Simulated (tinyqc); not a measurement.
# MOS capacitor on a p-type substrate, surface potential from the exact charge relation: two studies

Uniform p-type substrate, Boltzmann statistics, full ionisation, classical densities. psi is the surface potential against the body (positive when the bands bend down) and u = psi/Vt. Traps are spread evenly over the gap and neutral at flat band, so their charge is -q Dit psi; the minority quasi-Fermi level is shifted by Vb.

Inputs (values chosen for the exercise); band and dielectric values those of a made-up semiconductor:

| symbol | value | unit | meaning |
|---|---|---|---|
| T | 293 | K | temperature |
| Eg | 1.22 | eV | band gap |
| eps_r | 12.8 |  | relative permittivity |
| Nc | 2.42e19 | cm^-3 | conduction-band density of states at T |
| Nv | 2.05e19 | cm^-3 | valence-band density of states at T |
| chi | 4.87 | eV | electron affinity |
| N | 1.2e16 | cm^-3 | acceptor density of the substrate |
| eox | 3.9 |  | relative permittivity of the gate insulator (close to silicon dioxide) |
| tox | 13 | nm | insulator thickness |
| phiM | 5.26 | eV | gate work function |
| Nf | 3.5e10 | cm^-2 | fixed charge at the interface, in units of q |
| Dit | 0 | cm^-2 eV^-1 | density of interface traps |
| Vb | 0 | V | reverse bias of the inversion layer against the body |

Constants: q = 1.602176634e-19 C, kB = 1.380649e-23 J/K, Vt = kB T/q, eps0 = 8.8541878128e-14 F/cm where lengths are in cm. Results are converted to the units shown.

Each table varies one quantity; the others keep the values above.

## Capacitance-voltage curves

ni = sqrt(Nc Nv) exp(-Eg/(2 Vt)), Eg in volts; phiF = Vt ln(N/ni); Cox = eps0 eox/tox; Vfb = phiM - chi - (Eg - Vt ln(Nv/N)) - q Nf/Cox; Q0 = sqrt(2 eps0 eps_r q N Vt); r = (ni/N)^2 exp(-Vb/Vt); VT = Vfb + [(2 phiF + Vb)(1 + q Dit/Cox) + sqrt(2 eps0 eps_r q N (2 phiF + Vb))/Cox]. u = psi/Vt; F^2 = exp(-u) + u - 1 + r (exp(u) - u - 1); Qs = -sign(u) Q0 F; Cs = -dQs/dpsi = (Q0/Vt) |1 - exp(-u) + r (exp(u) - 1)|/(2 F). psi solves Vg = Vfb + psi + (q Dit psi - Qs)/Cox. Low frequency: 1/C_LF = 1/Cox + 1/(Cs + q Dit). High frequency, in the simple estimate in which traps and minority carriers do not follow: 1/C_HF = 1/Cox + 1/Cd, Cd being Cs with r = 0 at the same psi. Deep depletion: r = 0 and Dit = 0 both in the equation for psi and in Cs. Minority sheet density N_inv = (Q0/(2 q)) int_0^u r (exp(t) - 1)/F(t) dt for u > 0. N_inv under 1 cm^-2 is printed as 0. Regimes: accumulation when majority carriers gather, then depletion up to |psi| = phiF + Vb, weak inversion up to 2 phiF + Vb, strong inversion beyond.

Results:
```
Vg (V)    psi (V)  C_LF/Cox  C_HF/Cox  C_deep/Cox  N_inv (cm^-2)            regime
-1.42    -0.13950   0.92593   0.92593     0.92593              0      accumulation
-1.21    -0.12128   0.89770   0.89770     0.89770              0      accumulation
-0.99   -0.092980   0.83652   0.83652     0.83652              0      accumulation
-0.78   -0.045506   0.68679   0.68679     0.68679              0      accumulation
-0.56    0.057055   0.37488   0.37488     0.37488              0         depletion
-0.35     0.20717   0.22556   0.22556     0.22556              0         depletion
-0.14     0.37599   0.17343   0.17343     0.17343         95.673         depletion
0.08      0.56123   0.14511   0.14510     0.14510       1.1707e5    weak inversion
0.29      0.74261   0.13026   0.12794     0.12794       1.3242e8    weak inversion
0.72      0.95146   0.85707   0.11435     0.10603      3.2304e11  strong inversion
0.93      0.97467   0.91244   0.11311    0.098753      6.3039e11  strong inversion
```

Estimate the missing row, Vg = 0.51 V.

Computed row:
```
Vg (V)  psi (V)  C_LF/Cox  C_HF/Cox  C_deep/Cox  N_inv (cm^-2)            regime
0.51    0.90288   0.59931   0.11711     0.11521      6.3037e10  strong inversion
```

With this row back in the table: C_LF/Cox is lowest, 0.130, at Vg = 0.29 V (weak inversion) among the rows listed and is 0.912 in the last row, where C_HF/Cox is 0.113 and the deep-depletion value 0.0988. Vfb = -0.663 V, where C_HF/Cox = 0.525 (Cox in series with eps0 eps_r/LD), and VT = 0.405 V. Over the last two rows psi moves by only 0.11 V a volt of gate bias, since the inversion charge screens the body. In strong accumulation and inversion degeneracy and confinement, left out here, lower the capacitance.

## Effect of the relative permittivity of the gate insulator on threshold and swing

ni = sqrt(Nc Nv) exp(-Eg/(2 Vt)), Eg in volts; phiF = Vt ln(N/ni); Cox = eps0 eox/tox; Vfb = phiM - chi - (Eg - Vt ln(Nv/N)) - q Nf/Cox; VT = Vfb + [(2 phiF + Vb)(1 + q Dit/Cox) + sqrt(2 eps0 eps_r q N (2 phiF + Vb))/Cox]. gamma = sqrt(2 eps0 eps_r q N)/Cox; Wm = sqrt(2 eps0 eps_r (2 phiF + Vb)/(q N)); m = 1 + (eps0 eps_r/Wm + q Dit)/Cox; swing m Vt ln 10; Cmin/Cox = 1/(1 + Cox Wm/(eps0 eps_r)).

The same in every row: 2 phiF (V) = 0.83994; Wm (nm) = 314.68.

Effect of the relative permittivity of the gate insulator on threshold and swing:
```
eox   Vfb (V)  gamma (V^0.5)   VT (V)       m  swing (mV/decade)  Cmin/Cox
3.9  -0.66318        0.24853  0.40454  1.1356             66.020   0.11940
5    -0.65853        0.19385  0.35907  1.1058             64.286  0.095642
7.5  -0.65304        0.12923  0.30534  1.0705             62.236  0.065861
9    -0.65121        0.10769  0.28743  1.0588             61.553  0.055494
15   -0.64756       0.064617  0.25161  1.0353             60.187  0.034052
22   -0.64581       0.044057  0.23451  1.0240             59.535  0.023472
30   -0.64481       0.032308  0.22474  1.0176             59.162  0.017321
```

What does the comparison show?

As eox goes from 3.9 to 30, VT falls from 0.405 to 0.225 V, the swing falls from 66.0 to 59.2 mV/decade and Cmin/Cox falls from 0.119 to 0.0173. Of the change of VT by -0.180 V, 0.0184 V comes from Vfb and -0.198 V from the band bending and the charge it takes. m - 1 goes as eox^(-1.00), that is as 1/Cox.

tinyqc, about 0.01 s, one thread, Intel Xeon 2.30GHz (shared host): `OMP_NUM_THREADS=1 python tinyqc.py 2060162 2060163 out.jsonl`
